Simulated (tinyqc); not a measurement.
p-n diode, drift-diffusion by the Gummel loop with Scharfetter-Gummel fluxes: one step of the calculation.

Abrupt junction at x = 0, p side from -Lp, n side to Ln, ohmic contacts. psi is counted from the intrinsic level; n = ni exp((psi - phin)/Vt), p = ni exp((phip - psi)/Vt). Contacts: p side psi = V - Vt ln(Na/ni), p = Na, n = ni^2/Na; n side psi = Vt ln(Nd/ni), n = Nd, p = ni^2/Nd. Constant mobilities, D = mu Vt, Boltzmann statistics, SRH recombination through a mid-gap level, U = (n p - ni^2)/(tp (n + ni) + tn (p + ni)). Current is positive from the p contact to the n contact.

Task. Poisson equation. With phin and phip held, solve a_i (psi_(i+1) - psi_i) - a_(i-1) (psi_i - psi_(i-1)) + q w_i (p_i - n_i + C_i) = 0 for the inner nodes by Newton steps to convergence; a_i = eps0 eps_r/h_i, h_i = x_(i+1) - x_i, w_i = (h_(i-1) + h_i)/2, C = -Na or +Nd.

Inputs (values chosen for the exercise); band and dielectric values close to those of silicon: temperature T = 300 K; relative permittivity eps_r = 11.5; acceptor density of the p side Na = 9.4e17 cm^-3; donor density of the n side Nd = 2.4e16 cm^-3; bias of the p contact V = 0.3 V.

Constants: q = 1.602176634e-19 C, kB = 1.380649e-23 J/K, Vt = kB T/q, eps0 = 8.8541878128e-14 F/cm where lengths are in cm. Results are converted to the units shown.

```
node  x (nm)  phin at the start (V)  phip at the start (V)
0       -710                    0.3                    0.3
1       -391                      0                    0.3
2       -212                      0                    0.3
3       -111                      0                    0.3
4      -54.5                      0                    0.3
5      -22.8                      0                    0.3
6         -5                      0                    0.3
7          5                      0                    0.3
8       37.3                      0                    0.3
9        142                      0                    0.3
10       480                      0                    0.3
11      1570                      0                    0.3
12      5100                      0                      0
```

ni = 1.5741413e10 cm^-3

Wanted: psi; n after Poisson; p after Poisson.

Result.

```
node  psi (V)  n after Poisson (cm^-3)  p after Poisson (cm^-3)
0     -0.1629                    263.6                 9.400e17
1     -0.1629                  2.889e7                 9.400e17
2     -0.1629                  2.889e7                 9.400e17
3     -0.1629                  2.889e7                 9.400e17
4     -0.1629                  2.889e7                 9.398e17
5     -0.1625                  2.932e7                 9.261e17
6     -0.1527                  4.287e7                 6.335e17
7     -0.0801                  7.098e8                 3.826e16
8      0.0873                 4.614e11                 5.886e13
9      0.3586                 1.664e16                  1.632e9
10     0.3680                 2.398e16                  1.133e9
11     0.3681                 2.400e16                  1.131e9
12     0.3681                 2.400e16                  1.032e4
```

Numbers from tinyqc (`OMP_NUM_THREADS=1 python tinyqc.py 2240141 2240142 out.jsonl`; about 0.2 s on one thread of a shared Intel Xeon 2.30GHz).
